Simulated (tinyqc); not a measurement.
Threshold of a short bulk MOSFET: charge sharing, barrier lowering, narrow width: two steps of the calculation.

n-channel device on a p-type body, depletion approximation, full ionisation. Uniform doping N = Na. Vbi from Boltzmann statistics is rough for the degenerate source. Cox = eps0 eox/tox.

Values chosen for this exercise; band and dielectric values close to those of silicon: temperature T = 350 K; band gap Eg = 1.12 eV; relative permittivity eps_r = 11.5; conduction-band density of states at T Nc = 3.52e19 cm^-3; valence-band density of states at T Nv = 3.38e19 cm^-3; relative permittivity of the gate insulator (close to silicon dioxide) eox = 3.9; insulator thickness tox = 1.5 nm; channel doping Na = 2.1e17 cm^-3; source and drain doping Nsd = 1e20 cm^-3; flat-band voltage for the doping Na Vfb = -0.95 V; junction depth xj = 23 nm; body-source voltage Vbs = 0 V; drain-source voltage Vds = 0.05 V; gate width W = 280 nm; shape factor of the fringing depletion at the width edges xw = 0; channel length L = 150 nm.

Constants: q = 1.602176634e-19 C, kB = 1.380649e-23 J/K, Vt = kB T/q, eps0 = 8.8541878128e-14 F/cm where lengths are in cm. Results are converted to the units shown.

Question 1. Long-channel threshold and scales. ni = sqrt(Nc Nv) exp(-Eg/(2 Vt)), Eg in volts; 2 pB = 2 Vt ln(N/ni); flat band Vfb - Vt ln(N/Na); Wd = sqrt(2 eps0 eps_r (2 pB - Vbs)/(q N)); body term q N Wd/Cox; long-channel VT0 = flat band + 2 pB + body term; Vbi = Vt ln(N Nsd/ni^2); scale length l = sqrt((eps_r/eox) tox Wd).

Wanted: N; 2 pB; flat band; Wd; body term; VT0; Vbi; l.

Answer 1.

N = 2.1000e17 cm^-3
2 pB = 0.81228 V
flat band = -0.95000 V
Wd = 70.117 nm
body term = 0.10248 V
VT0 = -0.035245 V
Vbi = 0.99824 V
l = 17.611 nm

Question 2. Short-channel and narrow-width shifts. Charge sharing (trapezoid; it ignores Vds): F = (xj/L)(sqrt(1 + 2 Wd/xj) - 1), lowering = body term times F. Barrier lowering: th = exp(-L/(2 l)) + 2 exp(-L/l), lowering = th [2 (Vbi - 2 pB) + Vds], DIBL = th. Narrow width: rise = body term times xw Wd/W. VT by each model = VT0 - lowering + rise.

2 pB = 0.81227668 V
Wd = 70.117340 nm
body term = 0.10247857 V
VT0 = -0.035244753 V
Vbi = 0.99824186 V
l = 17.610633 nm

Wanted: F; lowering by charge sharing; th; lowering of the barrier; DIBL; narrow-width rise; VT, charge sharing; VT, barrier lowering.

Answer 2.

F = 0.25515
lowering by charge sharing = 26.148 mV
th = 0.014539
lowering of the barrier = 6.1345 mV
DIBL = 14.539 mV/V
narrow-width rise = 0 mV
VT, charge sharing = -0.061393 V
VT, barrier lowering = -0.041379 V

L is 8.52 scale lengths. The charge-sharing lowering is 4.26 times the barrier lowering; the first falls off as 1/L and the second exponentially. Both describe the same loss of gate control, so they are alternatives and are not added.

tinyqc, about 0.01 s, one thread, Intel Xeon 2.30GHz (shared host): `OMP_NUM_THREADS=1 python tinyqc.py 2002018 2002019 out.jsonl`
